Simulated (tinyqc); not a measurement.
Classical nucleation, growth and JMAK kinetics of crystallisation from a melt or glass: one step, computed by the program tinyqc.

A spherical nucleus cap on a flat wall with a sharp interface of isotropic energy gamma; lambda = Omega^(1/3) is the jump distance.

Task: Critical nucleus. Driving force per volume: dG = H (T_m - T)/T_m. Shape factor f = (2 + cos theta)(1 - cos theta)^2/4. W(r) = f [4 pi r^2 gamma - (4/3) pi r^3 dG]; r* = 2 gamma/dG; W* = f 16 pi gamma^3/(3 dG^2); n* = f (4/3) pi r*^3/Omega.

Inputs (values chosen for the exercise, for a model substance):
```
quantity                      value        unit
melting point T_m               740           K
heat of melting per volume H   1350      J/cm^3
interface energy gamma         0.16       J/m^2
atomic volume Omega            14.2  angstrom^3
temperature T                   498           K
contact angle theta             135     degrees
```

Nucleation: on a flat wall. Driving force: Turnbull (linear).

Constants: e = 1.602176634e-19 C; k_B = 1.380649e-23 J/K.

Give: driving force dG; shape factor f; critical radius r*; barrier W*; atoms in the nucleus n*; W*/(k_B T).

Result:

driving force dG = 441.5 J/cm^3

shape factor f = 0.9419

critical radius r* = 0.7248 nm

barrier W* = 2.070 eV

atoms in the nucleus n* = 105.8

W*/(k_B T) = 48.24

The wall leaves r* unchanged and cuts the barrier to 94.2 % of the homogeneous value. W* equals n* Omega dG/2 = 2.070 eV.
